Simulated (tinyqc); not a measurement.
What moves the results: core-shell quantum dot (spherical envelope functions). A value that a table varies takes the place of the one given here.

Parabolic bands; strain and other valleys are left out. s states, u = r psi, hard wall at R + H, c = hbar^2/2m0, energies from the band edges of the core. Core: u = sin(k1 r)/k1, k1 = sqrt(m1 E/c). At R, psi and psi'/m are continuous, so u is continuous and its slope in the shell is s = u/R + (m2/m1)(u' - u/R). Shell: u(R + x) = u(R) cos(k2 x) + s sin(k2 x)/k2, k2 = sqrt(m2 (E - V)/c); for negative arguments the functions turn into sinh and cosh. A level has u(R + H) = 0.

Overlap = (integral of u_e u_h)^2 with normalised u. Coulomb integrals J_ab = (q/eps) double integral of u_a(r)^2 u_b(s)^2/max(r, s), q = e^2/(4 pi eps0), one eps everywhere. Exciton E = Eg + E_e + E_h - J_eh; first-order biexciton shift J_ee + J_hh - 2 J_eh (positive: repulsive).

Constants: hbar^2/2m0 = 3.80998211 eV angstrom^2; e^2/(4 pi eps0) = 14.39964547 eV angstrom; hc = 1239.841984 eV nm.

Inputs chosen for the exercise (near those of an InAs/InP core-shell dot; shifted at random, so the results belong to these values and not to a real crystal):
- R = 26 angstrom (core radius)
- Vc = 0.463 eV (conduction edge of the shell above that of the core)
- Vv = 0.377 eV (hole barrier of the shell)
- me1 = 0.031 m0 (electron, core)
- me2 = 0.084 m0 (electron, shell)
- mh1 = 0.365 m0 (hole, core)
- mh2 = 0.505 m0 (hole, shell)
- Eg = 0.426 eV (gap of the core)
- eps = 11.7 (dielectric constant)
- Hs = (2, 8, 15, 17, 33, 42, 67) angstrom (shell thicknesses)
- H = 24 angstrom (shell thickness)

## Growing the shell

All quantities anew for each H.

Results:

| H (angstrom) | E_e (eV) | E_h (eV) | electron in core | overlap | J_eh (meV) | E (eV) | biexciton shift (meV) |
|---|---|---|---|---|---|---|---|
| 2 | 1.2067 | 0.1255 | 0.988 | 0.982 | 73.5 | 1.685 | 0.5 |
| 8 | 0.6088 | 0.0994 | 0.852 | 0.925 | 61.6 | 1.073 | 2.2 |
| 15 | 0.4549 | 0.0967 | 0.725 | 0.849 | 57.2 | 0.920 | 4.1 |
| 17 | 0.4360 | 0.0966 | 0.698 | 0.829 | 56.3 | 0.902 | 4.6 |
| 33 | 0.3830 | 0.0965 | 0.579 | 0.716 | 52.2 | 0.853 | 7.2 |
| 42 | 0.3767 | 0.0965 | 0.551 | 0.684 | 51.0 | 0.848 | 8.0 |
| 67 | 0.3726 | 0.0965 | 0.523 | 0.652 | 49.7 | 0.845 | 8.8 |

The line moves by -839 meV: the electron gives -834, the hole -29 and the weaker attraction +24 meV. Over the last step E_e moves by -4.0 meV and E_h by 0.0 meV; the electron level lies just below the shell edge Vc, so it is weakly bound and still feels the outer wall. The overlap goes from 0.982 to 0.652, which scales the radiative lifetime by 1.5 if the rate is proportional to it. Up to H = 67 angstrom E_e exceeds 0.15 Eg, where a parabolic band overstates it.

## What each parameter does

All quantities anew. Each row changes one parameter from the base and keeps the others.

Results:

| case | E (eV) | overlap | electron in core | biexciton shift (meV) |
|---|---|---|---|---|
| base | 0.869 | 0.768 | 0.630 | 6.0 |
| R = 29 angstrom | 0.816 | 0.782 | 0.680 | 5.0 |
| H = 29 angstrom | 0.858 | 0.736 | 0.598 | 6.7 |
| Vc = 0.563 eV | 0.903 | 0.796 | 0.660 | 5.2 |
| Vv = 0.283 eV | 0.863 | 0.816 | 0.630 | 4.8 |
| me2 = 0.105 m0 | 0.830 | 0.776 | 0.642 | 5.9 |
| mh1 = 0.292 m0 | 0.881 | 0.808 | 0.630 | 4.5 |
| eps = 13.5 | 0.876 | 0.768 | 0.630 | 5.2 |

The largest shifts from the base row, up to three for each result and ties (the steps differ in size, so this ranks the rows, not the parameters). E (eV): R -0.052, me2 -0.039, Vc +0.035. overlap: Vv +0.048, mh1 +0.040, H -0.032; unchanged at the printed digits by eps. electron in core: R +0.050, H -0.032, Vc +0.030; unchanged at the printed digits by Vv, mh1 and eps. biexciton shift (meV): mh1 -1.4, Vv -1.2, R -0.9.

tinyqc: `OMP_NUM_THREADS=1 python tinyqc.py 1281865 1281866 out.jsonl`; about 0.04 s, one thread, shared Intel(R) Xeon(R) Processor @ 2.30GHz.
